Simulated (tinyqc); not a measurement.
Worked calculation: three-level Kane dispersion of a narrow-gap semiconductor. Values are carried at full precision from step to step, so a last printed digit may differ when a step is redone from the rounded ones.

Zero of energy at Gamma8, c = hbar^2/2m0, P^2 = Ep c. The free-electron term and remote bands are left out, so the heavy holes are flat at E = 0 and the other three bands obey E (E - Eg)(E + Dso) = P^2 k^2 (E + 2 Dso/3). The conduction band is the highest root; its edge is Ec = max(Eg, 0).

Constants: hbar^2/2m0 = 3.80998211 eV angstrom^2; hbar = 6.58211957e-16 eV s; e^2/(4 pi eps0) = 14.39964547 eV angstrom; muB = 5.788381798e-05 eV/T.

Values chosen for the exercise (near those of grey Sn; shifted at random, so the results belong to these values and not to a real crystal):
- Eg = -0.415 eV (E(Gamma6) - E(Gamma8))
- Dso = 0.84 eV (spin-orbit splitting)
- Ep = 23.2 eV (Kane energy)
- k = 0.009 1/angstrom (wave vector)
- n = 1.9e+18 cm^-3 (electron density)
- eps = 22.9 (high-frequency dielectric constant)
- B = 2.6 T (magnetic field)

## The three bands at one k

Expand the equation into E^3 + a2 E^2 + a1 E + a0 = 0 and give its roots; compare with the two-level form (Dso to infinity) E = Eg/2 +/- sqrt(Eg^2/4 + (2/3) P^2 k^2).

P^2 k^2 = 0.007160 eV^2

a2, a1, a0: 1.255000  0.341440  -0.004009

roots (eV): -0.8456  -0.4207  0.0113

two-level form (eV): -0.4262  0.0112

The two-level form misses the highest root by -0.1 meV. The order is inverted: the band that would be the light hole curves upward from Gamma8 and touches the heavy holes, so there is no gap.

## Mass at the edge and limiting velocity

For Eg < 0 the conduction band starts at Gamma8 with m0* = 3 |Eg|/(2 Ep). In the two-level form the velocity tends to v = sqrt(2/3) P/hbar, and |Eg| = 2 m v^2 with m = 3 |Eg|/(2 Ep), as for a relativistic particle. 1 angstrom = 1e-10 m.

m0* = 0.02683 m0
P = 9.4017 eV angstrom
v = 1.166e+06 m/s
k at which the linear part sets in, |Eg|/(2 hbar v) = 0.02703 1/angstrom

## Fermi level and mass at a given density

Degenerate electrons at T = 0: kF = (3 pi^2 n)^(1/3), 1 cm^-3 = 1e-24 angstrom^-3; EF is the highest root at kF. The momentum (cyclotron, optical) mass is m(E) = hbar^2 k/(dE/dk) = c d(k^2)/dE with d(k^2)/dE = k^2 [1/E + 1/(E - Eg) + 1/(E + Dso) - 1/(E + 2 Dso/3)]; the density of states is k d(k^2)/dE/(2 pi^2).

Edge mass m0* = 3 |Eg|/(2 Ep).

Compare EF - Ec with the parabolic value c kF^2/m0*.

kF = 0.03832 1/angstrom
EF - Ec = 0.1621 eV
parabolic value = 0.2085 eV
m(EF) = 0.04205 m0
m(EF)/m0* = 1.567
density of states at EF = 2.142e+19 1/(eV cm^3)

The parabola overstates EF - Ec by a factor of 1.29; (EF - Ec)/|Eg| = 0.39, and the two-level rule 1 + 2 (EF - Ec)/|Eg| = 1.781 estimates the mass ratio. Side valleys about 0.1 eV up, left out here, would already hold electrons, so EF and m(EF) are overstated.

## Plasma and cyclotron energies

hbar wp = sqrt(8 pi c (e^2/4 pi eps0) n/(eps m)), hbar wc = 2 muB B/m (classical limit), with m = m(EF) and, for comparison, the edge mass; n in angstrom^-3.

hbar wp with m(EF), with m0* (meV): 52.16  65.30

hbar wc with m(EF), with m0* (meV): 7.16  11.22

EF - Ec = 162.1 meV is 23 times hbar wc, so the classical value applies.

## Checks

- Roots of the cubic against the 8 x 8 Kane matrix without remote terms: they agree to 1e-10 or better.
- m(E) near the edge against m0*: both 0.02683.

Program tinyqc; command `OMP_NUM_THREADS=1 python tinyqc.py 1050901 1050902 out.jsonl`; about 0.01 s on one thread of a shared Intel(R) Xeon(R) Processor @ 2.30GHz.
